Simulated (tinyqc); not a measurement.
Energy against coordination: Tersoff bond-order potential. Computed by tinyqc, a small Python program. Command: `OMP_NUM_THREADS=1 python tinyqc.py 3005337 3005338 out.jsonl tersoff walk`. One thread of a shared host (Intel(R) Xeon(R) Processor @ 2.30GHz), about 0.01 s of CPU time with the checks.

E = (1/2) sum_(i, j != i) [A exp(-lambda r_ij) - b_ij B exp(-mu r_ij)], b_ij = (1 + (beta zeta_ij)^n)^(-1/(2n)), zeta_ij = sum_(k != i, j) g(theta_ijk), g = 1 + c^2/d^2 - c^2/(d^2 + (h - cos theta)^2), with theta at atom i. Only nearest neighbours count (cut-off function 1 for them, 0 beyond).

Inputs (values chosen for the exercise, modelled on carbon):
```
quantity     value        unit
A           1407.1          eV
B           340.85          eV
lambda      3.4879  1/angstrom
mu          2.2119  1/angstrom
beta      1.59e-07           -
n           0.7381           -
c            39150           -
d            4.352           -
h          -0.5522           -
```

Method. Angles seen from one bond (cos theta: count): chain -1: 1; graphitic -1/2: 2; diamond -1/3: 3; square net 0: 2, -1: 1; simple cubic 0: 4, -1: 1; bcc 1/3: 3, -1/3: 3, -1: 1; fcc 1/2: 4, 0: 2, -1/2: 4, -1: 1. With z equal bonds of order b, r = ln(lambda A/(mu b B))/(lambda - mu) and E per atom = -(z/2) b B exp(-mu r)(1 - mu/lambda).

Relaxed structures:
```
structure      z        zeta       b  r (angstrom)  E per atom (eV)  E per bond (eV)
dimer          1           0  1.0000        1.4681          -2.4241          -4.8481
chain          2  8.4782e+05  0.8702        1.5771          -3.3152          -3.3152
graphitic      3  2.3284e+04  0.9893        1.4765          -7.0610          -4.7073
diamond        4  6.1248e+05  0.8943        1.5556          -7.1454          -3.5727
square net     4  3.4123e+06  0.7162        1.7297          -3.8937          -1.9468
simple cubic   6  5.9767e+06  0.6332        1.8262          -4.1713          -1.3904
bcc            8  1.1112e+07  0.5344        1.9592          -3.4968          -0.8742
fcc           12  2.1336e+07  0.4310        2.1276          -2.9154          -0.4859
```

What follows from these numbers?

The lowest are diamond, graphitic and simple cubic, the first two 0.084 eV apart. The bond order falls from 1 to 0.431 and the bond weakens from -4.85 to -0.49 eV, as b^(lambda/(lambda - mu)) with exponent 2.73. With the same z = 4 the square net lies 3.25 eV above diamond, from its angles alone. Caution: in bcc and other dense structures second neighbours can fall inside the usual cut-off; they are left out here.

Extremes, crossings and ranges named in words are read from the listed rows.
